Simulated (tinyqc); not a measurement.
Van der Pauw, Hall and four-point-probe measurements on a doped layer: two steps of the calculation.

A uniform p-type layer with sheet resistance Rs = 1/(q ns mu), point contacts, low field (mu B small).

Parameters, values chosen for the exercise:
- rH = 1.1 (Hall factor)
- B = 0.55 T (magnetic field)
- I = 500 uA (current)
- t = 16 nm (thickness of the layer)

Constants: q = 1.602176634e-19 C. Results are converted to the units shown.

Question 1. New z. The van der Pauw equation exp(-pi RA z) + exp(-pi RB z) = 1 is solved for z = 1/Rs: e1 = exp(-pi RA z), e2 = exp(-pi RB z), f = e1 + e2 - 1, f' = -pi (RA e1 + RB e2), z(new) = z - f/f'.

z after iteration 1 = 0.27468898 mS
RA = 317.20565 ohm
RB = 1614.3726 ohm

Give: e1; e2; f; f'; z after iteration 2.

Answer 1.

e1 = 0.76053
e2 = 0.24829
f = 0.0088271
f' = -2.0172 kohm
z after iteration 2 = 0.27906 mS

Question 2. Sheet density, mobility and bulk values. Rs = 1/z; Hall sheet density B I/(q |VH|); Hall mobility |VH|/(Rs B I); true values ns = rH times the Hall density, mu = Hall mobility/rH; bulk density ns/t, resistivity Rs t; correction factor F = Rs/[(pi/ln 2)(RA + RB)/2].

converged z = 0.27909917 mS
VH = 7.2617558 mV
RA = 317.20565 ohm
RB = 1614.3726 ohm

Give: Rs; Hall sheet density; Hall mobility; ns; mu; bulk density; resistivity; F.

Answer 2.

Rs = 3583.0 ohm/square
Hall sheet density = 2.3636e13 cm^-2
Hall mobility = 73.700 cm^2/(V s)
ns = 2.6000e13 cm^-2
mu = 67.000 cm^2/(V s)
bulk density = 1.6250e19 cm^-3
resistivity = 0.0057327 ohm cm
F = 0.81853

Program tinyqc, `OMP_NUM_THREADS=1 python tinyqc.py 2850170 2850171 out.jsonl`; Intel Xeon 2.30GHz, shared host, one thread, about 0.05 s.
